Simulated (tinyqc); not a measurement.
# Growth of the error with array size

Square N x N arrays wired as follows: each row is driven at its left end through one segment rw, neighbouring nodes are joined by rw, each column ends in one more rw and a virtual ground. All cells have G = 10.0 uS and all rows V = 0.15 V, so the ideal current is N V G. The nodal equations are solved exactly.

Inputs (values chosen for the exercise):
- rw = 200 ohm (wire resistance between neighbouring cells)

Growth of the error with array size:

| N | ideal (uA) | first column (uA) | last column (uA) | error of the last column (%) | 100 N^2 rw G |
|---|---|---|---|---|---|
| 2 | 3.000 | 2.973 | 2.967 | -1.088 | 0.8000 |
| 4 | 6.000 | 5.866 | 5.797 | -3.385 | 3.200 |
| 6 | 9.000 | 8.637 | 8.392 | -6.760 | 7.200 |
| 8 | 12.00 | 11.26 | 10.68 | -10.99 | 12.80 |
| 12 | 18.00 | 15.94 | 14.21 | -21.04 | 28.80 |
| 16 | 24.00 | 19.84 | 16.38 | -31.75 | 51.20 |
| 20 | 30.00 | 22.94 | 17.43 | -41.91 | 80.00 |

The error of the last column goes from -1.09 % at N = 2 to -41.9 % at N = 20, as N^(1.70) between N = 4 and 8 and N^(1.24) between the last two rows. The scale N^2 rw G (N segments carrying the current of up to N cells) is 1.16 times the error at N = 8. The last column carries 0.760 of the current of the first at N = 20.

Program tinyqc, `OMP_NUM_THREADS=1 python tinyqc.py 2880053 2880054 out.jsonl`; Intel Xeon 2.30GHz, shared host, one thread, about 0.02 s.
